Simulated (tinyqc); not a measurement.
Inside a calculation. Model: read current of a NAND string, cells in series solved by shooting.

tinyqc, about 0.6 s, one thread, Intel Xeon 2.30GHz (shared host): `OMP_NUM_THREADS=1 python tinyqc.py 2142032 2142033 out.jsonl` Printed values are rounded.

Cells in series, numbered from 0 at the source line (0 V) to the bit line, each followed by a gap resistance Rg. A cell with gate Vg, threshold VT, source Vs and drain Vd passes I = 2 nf K Vt^2 [F(Vs) - F(Vd)]/(1 + th max(Vg - VT, 0)), F(V) = ln^2(1 + exp((Vg - VT - nf V)/(2 nf Vt))). The selected cell has Vg = Vr, the others Vg = Vp.

Values chosen for this exercise; values of the order met in vertical NAND strings:
```
symbol,value,unit,meaning
T,300,K,temperature
K,7,uA/V^2,gain factor of a cell
nf,2,,slope factor
th,0.03,1/V,mobility reduction factor
Rg,11,kohm,resistance of the gap between cells
Vbl,0.3,V,bit-line voltage
Vp,8,V,pass voltage
Vr,1.95,V,read voltage on the selected word line
```

Constants: q = 1.602176634e-19 C, kB = 1.380649e-23 J/K, Vt = kB T/q. Results are converted to the units shown.

## Step 1: node voltages for a trial current

first trial current = 0.27 uA
thresholds from the source end, cell 0 to 5 (V): 4.2  4.2  4.2  4.2  4.2  1.3

For a trial current I start at 0 V and, cell by cell (the selected one is cell 5), solve for the drain: sqrt(F(Vd)) = sqrt(F(Vs) - I/k), k = 2 nf K Vt^2/(1 + th max(Vg - VT, 0)), Vd = [Vg - VT - 2 nf Vt ln(exp(sqrt F) - 1)]/nf, then add I Rg.

node voltage after each cell and gap, trial 1, cell 0 to 5 (V): 0.0143114  0.0287093  0.0431958  0.0577726  0.0724419  0.173480

## Step 2: node voltages for a trial current

second trial current = 0.32 uA

As before.

node voltage after each cell and gap, trial 2, cell 0 to 5 (V): 0.0169691  0.0340603  0.0512767  0.0686216  0.0860984  0.232533

## Course of the secant iteration

Secant steps on the end voltage less Vbl, from the two trials; a trial above the saturation current of a cell has no solution and is moved halfway to the previous trial. Stop below 1e-9 V.

Course of the iteration:
```
iteration    I (uA)  end voltage - Vbl (V)  halvings
1          0.348562               -2.48e-3         1
2          0.349654                1.97e-3         0
3          0.349172               -4.64e-5         0
4          0.349183               -8.60e-7         0
5          0.349183               3.79e-10         0
```

Converged in 5 iterations to I = 0.34918 uA. The selected cell takes 67.4 % of the bit-line voltage and the gaps together 7.68 %.
